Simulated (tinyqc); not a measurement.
# From impurity ratio back to source temperature T

Model: vacuum evaporation: vapour pressure, source flux, thickness distribution, purity and step coverage. Computed by tinyqc, a small Python program. Command: `OMP_NUM_THREADS=1 python tinyqc.py 3113827 3113828 out.jsonl evap inv`. One thread of a shared host (Intel(R) Xeon(R) Processor @ 2.30GHz), about 0.02 s of CPU time with the checks.

Molecular flow, unit sticking of the metal, no re-evaporation. The background gas is taken as water vapour (18.015 g/mol, collision diameter 0.37 nm) at 300 K.

Inputs (values chosen for the exercise, modelled on nickel, with constants for the liquid):

| quantity | value | unit |
|---|---|---|
| molar mass M | 58.69 | g/mol |
| film density rho | 8.9 | g/cm^3 |
| vapour-pressure constant A | 11.68 | - |
| vapour-pressure constant B | 20790 | K |
| source area | 3.2 | cm^2 |
| directionality n | 3 | - |
| source-to-wafer distance h | 55 | cm |
| wafer radius R | 10 | cm |
| background pressure p | 1e-08 | Pa |
| sticking of background gas | 0.8 | - |

Constants: u = 1.6605390666e-27 kg; k_B = 1.380649e-23 J/K; R = 8.314462618 J/(mol K).

Method:
- log10(p_v/Pa) = A - B/T; flux from the surface Phi = p_v/sqrt(2 pi m k_B T), m = M u.
- Mass loss = Phi x area x m; heat of evaporation = ln(10) R B; d ln Phi/dT = ln(10) B/T^2 - 1/(2 T).
- A small source emits (n + 1) Phi area cos^n(phi)/(2 pi) per solid angle; on a parallel plane at height h and lateral distance l the arrival rate is (n + 1) Phi area/(2 pi h^2) x (1 + (l/h)^2)^(-(n + 3)/2). Growth rate = arrival rate x m/rho, m = M u. The wafer is fixed and centred above the source.
- Mean free path lambda = k_B T_g/(sqrt2 pi d^2 p); unscattered share exp(-h/lambda); gas arrival p/sqrt(2 pi m_g k_B T_g); impurity ratio = sticking x gas arrival/metal arrival; monolayer time = 1e15 cm^-2/(sticking x gas arrival).

Question. A run gave the result below. Find the source temperature T, known to lie between 1500 and 2400 K.

impurity ratio = 1.169671e-05

Answer.

Each step takes the trial c = (a f_b - b f_a)/(f_b - f_a), f being the result less the target and a, b, c the logarithms of the listed values; c replaces end b, the old b replaces a if the sign of f changed, and otherwise f_a is halved.

Scan of the range:

| source temperature T (K) | impurity ratio |
|---|---|
| 1500 | 7.25663e-03 |
| 1620 | 7.09219e-04 |
| 1750 | 8.20746e-05 |
| 1900 | 9.86669e-06 |
| 2050 | 1.62192e-06 |
| 2220 | 2.82313e-07 |
| 2400 | 5.82499e-08 |

False position (Illinois rule, in the logarithm of the input) inside the bracket:

| step | end a | end b | trial | impurity ratio |
|---|---|---|---|---|
| 1 | 1750.00 | 1900.00 | 1896.04 | 1.03884e-05 |
| 2 | 1750.00 | 1896.04 | 1890.60 | 1.11551e-05 |
| 3 | 1750.00 | 1890.60 | 1886.25 | 1.18135e-05 |
| 4 | 1890.60 | 1886.25 | 1887.02 | 1.16938e-05 |
| 5 | 1886.25 | 1887.02 | 1887.00 | 1.16967e-05 |
| 6 | 1886.25 | 1887.00 | 1887.00 | 1.16967e-05 |
| 7 | 1887.00 | 1887.00 | 1887.00 | 1.16967e-05 |

Impurity ratio falls at every point of a 13-point scan of the range (every second point is shown), so one value fits; it is bracketed by 1750 and 1900. Answer: source temperature T = 1887 K.
